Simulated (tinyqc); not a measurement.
Junction field-effect transistor with two gates, gradual channel with velocity saturation: one step of the calculation.

A uniformly doped n-type channel, depleted from both sides by p+ gates; at channel potential V the depleted share of a is u = sqrt((Vbi - Vg + V)/Vp), s at the source. Electrons drift with v = mu E/(1 + mu E/vsat). Abrupt depletion edge, no series resistance, source at 0.

Question. The saturation point by Newton steps. a is the channel (half-)thickness, Vp its pinch-off voltage and Z = mu Vp/(vsat L); an iterate with u > 1 is an overshoot, not a physical state. f = (1 - u)(1 + Z (u^2 - s^2)) - Z F/3, F = 3 (u^2 - s^2) - 2 (u^3 - s^3); f' = -(1 + Z (u^2 - s^2)); u(new) = u - f/f'.

u after iteration 1 = 0.94726744
Z = 50.693923
s = 0.88267897

Wanted: f; f'; u after iteration 2.

Answer.

f = -0.13849
f' = -6.9917
u after iteration 2 = 0.92746

Program tinyqc, `OMP_NUM_THREADS=1 python tinyqc.py 2500126 2500127 out.jsonl`; Intel Xeon 2.30GHz, shared host, one thread, about 0.1 s.
